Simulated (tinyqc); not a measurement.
# Bias-temperature instability, empirical power law with universal recovery: recovery after a stress

Threshold-voltage shift at the end of a stress: dV = A (V/V0)^g exp[-(Ea q/kB)(1/T - 1/T0)] (t/1 s)^n. After a delay tr the permanent share pp stays and the rest falls by r = 1/(1 + B (tr/t)^be). An empirical model: its parameters are fits, not properties.

At V0 and T0 after the stress time ts.

Parameters, values chosen for the exercise: reference stress voltage V0 = 1.8 V; reference temperature T0 = 373 K; shift after 1 s at V0 and T0 A = 18 mV; time exponent n = 0.17; voltage exponent g = 4.6; apparent activation energy of the shift Ea = 0.11 eV; permanent share pp = 0.19; recovery scale B = 2.3; recovery dispersion be = 0.2; stress time ts = 1000 s.

Constants: q = 1.602176634e-19 C, kB = 1.380649e-23 J/K. Results are converted to the units shown.

Recovery after a stress:
```
tr (s)	tr/ts	share left	shift (mV)
0.00082	8.2000e-7	0.90085	52.472
0.012	1.2000e-5	0.84400	49.160
0.16	1.6000e-4	0.76838	44.756
2.3	0.0023000	0.67144	39.109
33	0.033000	0.56455	32.883
460	0.46000	0.46281	26.957
6500	6.5000	0.37645	21.927
92000	92.000	0.31122	18.128
```

What does the table show?

The shift falls from 52.5 to 18.1 mV over 8.0 decades of time, towards the permanent 11.1 mV. Half of the recoverable part is gone at tr/ts = B^(-1/be) = 0.0155.

Numbers from tinyqc (`OMP_NUM_THREADS=1 python tinyqc.py 2070118 2070119 out.jsonl`; about 0.01 s on one thread of a shared Intel Xeon 2.30GHz).
